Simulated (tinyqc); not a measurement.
# Read current of a NAND string, cells in series solved by shooting: effects of single changes

Cells in series, numbered from 0 at the source line (0 V) to the bit line, each followed by a gap resistance Rg. A cell with gate Vg, threshold VT, source Vs and drain Vd passes I = 2 nf K Vt^2 [F(Vs) - F(Vd)]/(1 + th max(Vg - VT, 0)), F(V) = ln^2(1 + exp((Vg - VT - nf V)/(2 nf Vt))). The selected cell has Vg = Vr, the others Vg = Vp.

Values chosen for this exercise; values of the order met in vertical NAND strings: temperature T = 300 K; gain factor of a cell K = 12 uA/V^2; slope factor nf = 2.5; mobility reduction factor th = 0.07 1/V; resistance of the gap between cells Rg = 15 kohm; bit-line voltage Vbl = 0.5 V; pass voltage Vp = 6.6 V; threshold of an erased cell Ve = -1.9 V; threshold of the highest state Vh = 3.9 V; threshold of the selected cell Vx = 0.9 V; sensing current Is = 10 nA; read voltage on the selected word line Vr = 1.84 V.

Constants: q = 1.602176634e-19 C, kB = 1.380649e-23 J/K, Vt = kB T/q. Results are converted to the units shown.

Each table varies one quantity; the others keep the values above.

## Read current against the number of cells

For a trial current I start at 0 V and, cell by cell, solve for the drain: sqrt(F(Vd)) = sqrt(F(Vs) - I/k), k = 2 nf K Vt^2/(1 + th max(Vg - VT, 0)), Vd = [Vg - VT - 2 nf Vt ln(exp(sqrt F) - 1)]/nf, then add I Rg. The string current is the I for which the last node reaches Vbl. The apparent threshold is the Vr at which I = Is. Background: all other cells erased (VT = Ve) or all in the highest state (VT = Vh); ratio and shift are high over erased and high minus erased. The selected cell is in the middle, cell n/2.

Read current against the number of cells:
columns A: n; B: I, others erased (uA); C: I, others high (uA); D: ratio; E: apparent VT, erased (V); F: apparent VT, high (V); G: background shift (mV)
```
A          B        C       D       E       F      G
8     0.9411   0.6838  0.7266  0.8469  0.8490  2.109
16    0.6354   0.4095  0.6445  0.8500  0.8542  4.225
32    0.3863   0.2250  0.5824  0.8561  0.8646  8.475
64    0.2163   0.1180  0.5457  0.8684  0.8854  17.06
96    0.1501  0.07994  0.5326  0.8807  0.9064  25.78
128   0.1149  0.06044  0.5259  0.8929  0.9277  34.70
192  0.07823  0.04061  0.5192  0.9177  0.9704  52.79
```

What does the table show?

With erased neighbours the current falls from 0.941 to 0.0782 uA, as n^(-0.57) between the first two rows and n^(-0.95) between the last two (-1 once the series resistance rules). The ratio falls from 0.727 to 0.519 and the background shift rises from 2.11 to 52.8 mV.

## Effect of the position of the selected cell

Same model as above.

The string has 64 cells, numbered from the source.

Result of one run:
columns A: j; B: I, others erased (uA); C: I, others high (uA); D: ratio; E: apparent VT, erased (V); F: apparent VT, high (V); G: background shift (mV)
```
A       B       C       D       E       F      G
9  0.2328  0.1213  0.5208  0.8508  0.8555  4.754
```

What becomes of these results when the number of the selected cell j is changed from 9 to 63, all else the same?

Result of the changed run:
columns A: j; B: I, others erased (uA); C: I, others high (uA); D: ratio; E: apparent VT, erased (V); F: apparent VT, high (V); G: background shift (mV)
```
A        B        C       D       E       F      G
63  0.1434  0.08519  0.5942  0.8922  0.9263  34.14
```

The whole series:
columns A: j; B: I, others erased (uA); C: I, others high (uA); D: ratio; E: apparent VT, erased (V); F: apparent VT, high (V); G: background shift (mV)
```
A        B        C       D       E       F         G
0   0.2352   0.1217  0.5176  0.8439  0.8439  2.821e-6
9   0.2328   0.1213  0.5208  0.8508  0.8555     4.754
18  0.2291   0.1205  0.5261  0.8577  0.8672     9.542
27  0.2225   0.1193  0.5360  0.8646  0.8789     14.36
36  0.2092   0.1165  0.5568  0.8715  0.8907     19.22
45  0.1864   0.1095  0.5871  0.8784  0.9025     24.12
54  0.1626  0.09707  0.5970  0.8853  0.9144     29.12
63  0.1434  0.08519  0.5942  0.8922  0.9263     34.14
```

From the source end to the bit-line end the apparent VT with high neighbours rises from 0.8439 to 0.9263 V and the background shift rises from 2.82e-6 to 34.1 mV. Cells and gaps on the source side raise the source of the selected cell, which costs nf times that voltage in gate drive; those on the drain side only lower its drain voltage.

Computed by the program tinyqc: `OMP_NUM_THREADS=1 python tinyqc.py 2142138 2142139 out.jsonl`, one thread of a shared Intel Xeon 2.30GHz, about 0.8 s for the whole run.
